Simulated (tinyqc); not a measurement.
Inputs raised by 2 %, one at a time: millisecond and nanosecond annealing: surface heating, thermal budget and solid-phase regrowth. Computed by tinyqc, a small Python program. Command: `OMP_NUM_THREADS=1 python tinyqc.py 3008808 3008809 out.jsonl flash sens`. One thread of a shared host (Intel(R) Xeon(R) Processor @ 2.30GHz), about 0.03 s of CPU time with the checks.

A square pulse heats the surface of a thick wafer with constant thermal properties; losses by radiation are neglected and silicon melts at 1414 C.

Inputs (values chosen for the exercise, modelled on hot silicon with boron): incident fluence = 11.6 J/cm^2; pulse length t_p = 0.00021 s; reflectance R = 0.48; thermal conductivity k = 0.28 W/(cm K); heat capacity per volume c = 2.13 J/(cm^3 K); preheat temperature T0 = 700 C; dopant prefactor D0 = 1.17 cm^2/s; dopant activation energy E = 3.52 eV; regrowth prefactor v0 = 4.2e+08 cm/s; regrowth energy E_v = 2.71 eV; amorphous layer = 15 nm.

Source: scanned laser.

Constants: k_B = 8.617333262e-05 eV/K.

Method:
- Absorbed flux q = (1 - R) fluence/t_p; kappa = k/c. With f(z, t) = (2 q/k) sqrt(kappa t) ierfc(z/(2 sqrt(kappa t))), ierfc(x) = exp(-x^2)/sqrt(pi) - x erfc(x): T = T0 + f(z, t) during the pulse and T0 + f(z, t) - f(z, t - t_p) after it.
- At the surface the rise at the end of the pulse is 2 q sqrt(t_p/(pi k c)); the fluence that just melts the surface scales with (1414 - T0).
- Temperatures in kelvin are T(C) + 273.15.
- Integrate exp(-E/(k_B T(t))) at the surface from 0 to 10 t_p (Gauss-Legendre, 60 points in sqrt(t) up to t_p and 60 in sqrt(t - t_p) after it). (Dt) = D0 x integral with E; regrowth = v0 x integral with E_v; effective time = integral/exp(-E/(k_B T_peak)).

Runs; columns: (1) input moved; (2) from; (3) to; (4) diffusion length 2 sqrt(Dt) (nm); (5) possible regrowth (nm); (6) effective time over t_p; (7) fluence at the melting threshold (J/cm^2):
```
(1)                                          (2)        (3)      (4)     (5)      (6)     (7)
base run                                       -          -  0.34007  522.07  0.19455  13.618
incident fluence (J/cm^2)                   11.6     11.832  0.37425  603.65  0.19345  13.618
pulse length t_p (s)                     0.00021  0.0002142  0.32746  495.40  0.19511  13.754
reflectance R                               0.48     0.4896  0.31092  455.80  0.19562  13.874
thermal conductivity k (W/(cm K))           0.28     0.2856  0.32423  485.69  0.19511  13.754
heat capacity per volume c (J/(cm^3 K))     2.13     2.1726  0.32423  485.69  0.19511  13.754
dopant activation energy E (eV)             3.52     3.5904  0.26001  522.07  0.19065  13.618
dopant prefactor D0 (cm^2/s)                1.17     1.1934  0.34345  522.07  0.19455  13.618
```

Exponents ln(y'/y) / ln(x'/x):
```
input                       diffusion length 2 sqrt(Dt)  possible regrowth  effective time over t_p  fluence at the melting threshold
incident fluence                                  4.836              7.332                   -0.285                             0.000
pulse length t_p                                 -1.908             -2.648                    0.146                             0.500
reflectance R                                    -4.525             -6.856                    0.277                             0.941
thermal conductivity k                           -2.408             -3.648                    0.146                             0.500
heat capacity per volume c                       -2.408             -3.648                    0.146                             0.500
dopant activation energy E                      -13.555              0.000                   -1.021                             0.000
dopant prefactor D0                               0.500              0.000                    0.000                             0.000
```

Which inputs matter most for each result?

Among the inputs moved here: diffusion length 2 sqrt(Dt) answers most in size to dopant activation energy E (exponent -13.555), next to incident fluence (+4.836). Its exponent +0.500 in dopant prefactor D0: a diffusion length. Possible regrowth answers most in size to incident fluence (exponent +7.332), next to reflectance R (-6.856); its exponent is below 0.0005 for dopant activation energy E, dopant prefactor D0. Effective time over t_p answers most in size to dopant activation energy E (exponent -1.021), next to incident fluence (-0.285); its exponent is below 0.0005 for dopant prefactor D0. Fluence at the melting threshold answers most in size to reflectance R (exponent +0.941), next to pulse length t_p (+0.500); its exponent is below 0.0005 for incident fluence, dopant activation energy E, dopant prefactor D0. Its exponent +0.500 in pulse length t_p: the heated depth grows as sqrt(t_p). Its exponent +0.500 in thermal conductivity k: the rise goes as 1/sqrt(k c).

Caution (all rows): equilibrium diffusivities are used; implant damage enhances diffusion, and k and c vary with temperature. Caution (all rows): the peak lies above 1150 C, and amorphous silicon melts some 200 to 250 K below the crystal, so a layer that has not regrown before the peak may melt instead. Caution (all rows): at this preheat temperature the layer would already regrow within five seconds or less before the pulse.

Extremes, crossings and ranges named in words are read from the listed rows.
